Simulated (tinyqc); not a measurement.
Resistance of a tapered via with liner, size effect and interface: two steps of the calculation.

A round via whose diameter grows from db at the bottom as D(z) = db + 2 z/tan(ang). The fill, of diameter D - 2 tl, starts above the bottom liner (thickness fb tl) and has rho = rho0 (1 + ks lam/(D - 2 tl)); the sidewall liner conducts in parallel with it. The bottom liner and the interface are crossed over the full area pi db^2/4. Spreading in the lines above and below is left out.

Parameters, values chosen for the exercise; fill metal close to ruthenium: diameter at the bottom db = 47 nm; height hv = 170 nm; sidewall angle ang = 89 degrees; bulk resistivity of the fill rho0 = 7.83 uohm cm; mean free path of the fill lam = 6.41 nm; size-effect factor ks = 1.2; liner on the sidewall tl = 0.6 nm; liner at the bottom over that on the sidewall fb = 0.5; resistivity of the liner rl = 190 uohm cm; interface resistivity at the bottom ri = 1.4e-12 ohm cm^2; ballistic conductance per area, about 3/(4 rho0 lam) Sb = 1.5e15 S/m^2.

Problem 1. Slices of the via. Slices between z0 = fb tl and hv, evaluated at their midpoints: conductance per length pi/4 [(D - 2 tl)^2/rho + (D^2 - (D - 2 tl)^2)/rl], slice resistance = slice height over that. 6 slices.

Give: z; D; rho; slice resistance.

Solution 1.

z, slice 0 to 5 (nm): [14.442, 42.725, 71.008, 99.292, 127.58, 155.86]
D, slice 0 to 5 (nm): [47.504, 48.492, 49.479, 50.466, 51.454, 52.441]
rho, slice 0 to 5 (uohm cm): [9.1307, 9.1036, 9.0775, 9.0525, 9.0285, 9.0054]
slice resistance, slice 0 to 5 (ohm): [1.5297, 1.4622, 1.3991, 1.3400, 1.2845, 1.2323]

Problem 2. Total resistance. R_fill = sum of the slices; R_bottom = rl fb tl/(pi db^2/4); R_interface = ri/(pi db^2/4); ballistic (Sharvin) limit 1/(Sb pi (db - 2 tl)^2/4); ideal cylinder rho0 hv/(pi db^2/4).

slice resistance, slice 0 to 5 (ohm): [1.5297164, 1.4622337, 1.3991022, 1.3399570, 1.2844704, 1.2323478]

Give: parts; R; shares; ballistic limit; ideal cylinder.

Solution 2.

parts (ohm): fill 8.248, bottom liner 0.3285, interface 0.08069
R = 8.657 ohm
shares (%): fill 95.27, bottom liner 3.80, interface 0.93
ballistic limit = 0.4047 ohm
ideal cylinder = 7.672 ohm

The fill is the largest part, and R is 1.13 times the ideal cylinder. With 2000 slices R = 8.6580 ohm.

Computed by the program tinyqc: `OMP_NUM_THREADS=1 python tinyqc.py 2750179 2750180 out.jsonl`, one thread of a shared Intel Xeon 2.30GHz, about 0.01 s for the whole run.
